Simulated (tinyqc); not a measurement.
Resistance of a tapered via with liner, size effect and interface: two steps of the calculation.

A round via whose diameter grows from db at the bottom as D(z) = db + 2 z/tan(ang). The fill, of diameter D - 2 tl, starts above the bottom liner (thickness fb tl) and has rho = rho0 (1 + ks lam/(D - 2 tl)); the sidewall liner conducts in parallel with it. The bottom liner and the interface are crossed over the full area pi db^2/4. Spreading in the lines above and below is left out.

Parameters, values chosen for the exercise; fill metal close to copper: diameter at the bottom db = 55 nm; height hv = 170 nm; sidewall angle ang = 86 degrees; bulk resistivity of the fill rho0 = 1.68 uohm cm; mean free path of the fill lam = 40.1 nm; size-effect factor ks = 0.7; liner on the sidewall tl = 1.8 nm; liner at the bottom over that on the sidewall fb = 0.7; resistivity of the liner rl = 290 uohm cm; interface resistivity at the bottom ri = 1.4e-12 ohm cm^2; ballistic conductance per area, about 3/(4 rho0 lam) Sb = 1.1e15 S/m^2.

Problem 1. Slices of the via. Slices between z0 = fb tl and hv, evaluated at their midpoints: conductance per length pi/4 [(D - 2 tl)^2/rho + (D^2 - (D - 2 tl)^2)/rl], slice resistance = slice height over that. 6 slices.

Wanted: z; D; rho; slice resistance.

Solution 1.

| slice | z (nm) | D (nm) | rho (uohm cm) | slice resistance (ohm) |
|---|---|---|---|---|
| 0 | 15.322 | 57.143 | 2.5607 | 0.31945 |
| 1 | 43.445 | 61.076 | 2.5005 | 0.27073 |
| 2 | 71.568 | 65.009 | 2.4479 | 0.23220 |
| 3 | 99.692 | 68.942 | 2.4017 | 0.20123 |
| 4 | 127.81 | 72.875 | 2.3607 | 0.17599 |
| 5 | 155.94 | 76.809 | 2.3242 | 0.15516 |

Problem 2. Total resistance. R_fill = sum of the slices; R_bottom = rl fb tl/(pi db^2/4); R_interface = ri/(pi db^2/4); ballistic (Sharvin) limit 1/(Sb pi (db - 2 tl)^2/4); ideal cylinder rho0 hv/(pi db^2/4).

| slice | slice resistance (ohm) |
|---|---|
| 0 | 0.31945429 |
| 1 | 0.27073464 |
| 2 | 0.23220286 |
| 3 | 0.20123377 |
| 4 | 0.17598993 |
| 5 | 0.15515572 |

Give: parts; R; shares; ballistic limit; ideal cylinder.

Solution 2.

parts (ohm): fill 1.355, bottom liner 1.538, interface 0.05893
R = 2.952 ohm
shares (%): fill 45.90, bottom liner 52.11, interface 2.00
ballistic limit = 0.4381 ohm
ideal cylinder = 1.202 ohm

The bottom liner is the largest part, and R is 2.46 times the ideal cylinder. With 2000 slices R = 2.9536 ohm.

Numbers from tinyqc (`OMP_NUM_THREADS=1 python tinyqc.py 2750039 2750040 out.jsonl`; about 0.01 s on one thread of a shared Intel Xeon 2.30GHz).
